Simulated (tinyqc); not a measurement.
Octagonal on-chip spiral inductor, lumped pi model: two steps of the calculation.

Outer diameter do = di + 2 n wd + 2 (n - 1) sp, mean da = (do + di)/2, fill p = (do - di)/(do + di), length l = 3.314 n da. L = 2.25 mu0 n^2 da/(1 + 3.55 p), mu0 = 4 pi 1e-7 H/m. Rs = rho l/(wd delta (1 - exp(-th/delta))), delta = sqrt(rho/(pi f mu0)). Cs = n wd^2 eps0 eo/hu across the coil. At each end Cox = l wd eps0 eo/(2 ho) leads to the substrate branch Rsi = 2 rs he/(l wd) in parallel with Csi = l wd eps0 11.7/(2 he). With one end grounded Y = 1/(Rs + i w L) + i w Cs + 1/[1/(i w Cox) + 1/(1/Rsi + i w Csi)], w = 2 pi f; Q = -Im Y/Re Y. Eddy currents in neighbouring turns and in the substrate are left out.

Parameters, values chosen for the exercise; values of the order met in silicon radio-frequency processes: number of turns n = 4.5; line width wd = 10 um; space between turns sp = 1.5 um; inner diameter di = 80 um; metal thickness th = 3 um; metal resistivity rho = 3 uohm cm; oxide below the coil ho = 6.9 um; oxide between coil and underpass hu = 0.7 um; relative permittivity of the oxide eo = 3.9; substrate resistivity rs = 10 ohm cm; effective spreading depth in the substrate he = 30 um; frequency f = 1.1 GHz.

Constants: eps0 = 8.8541878128e-12 F/m. Results are converted to the units shown.

Question 1. Geometry and model elements. do, l, L, delta, Rs, Cs, Cox, Rsi and Csi as defined.

Give: do; l; L; delta; Rs; Cs; Cox; Rsi; Csi.

Answer 1.

do = 180.5 um
l = 1942 um
L = 3.147 nH
delta = 2.628 um
Rs = 3.257 ohm
Cs = 22.20 fF
Cox = 48.60 fF
Rsi = 308.9 ohm
Csi = 33.54 fF

Question 2. Admittance, quality factor and apparent inductance. Series branch 1/(Rs + i w L), substrate branch, total Y, Q = -Im Y/Re Y, apparent inductance Im(1/Y)/w, metal-only value w L/Rs, share of the loss in the substrate Re(substrate branch)/Re Y.

L = 3.1471988 nH
Rs = 3.2573923 ohm
Cs = 22.198714 fF
Cox = 48.604558 fF
Rsi = 308.89331 ohm
Csi = 33.537145 fF

Wanted: series branch; substrate branch; Y; Q; apparent inductance; w L/Rs; share of the loss in the substrate.

Answer 2.

series branch = 6.734-44.965i mS
substrate branch = 0.03382+0.33000i mS
Y = 6.767-44.481i mS
Q = 6.5729
apparent inductance = 3.1792 nH
w L/Rs = 6.6777
share of the loss in the substrate = 0.49973 %

Q is 98.4 % of the metal-only value.

Computed by the program tinyqc: `OMP_NUM_THREADS=1 python tinyqc.py 2302167 2302168 out.jsonl`, one thread of a shared Intel Xeon 2.30GHz, about 0.01 s for the whole run.
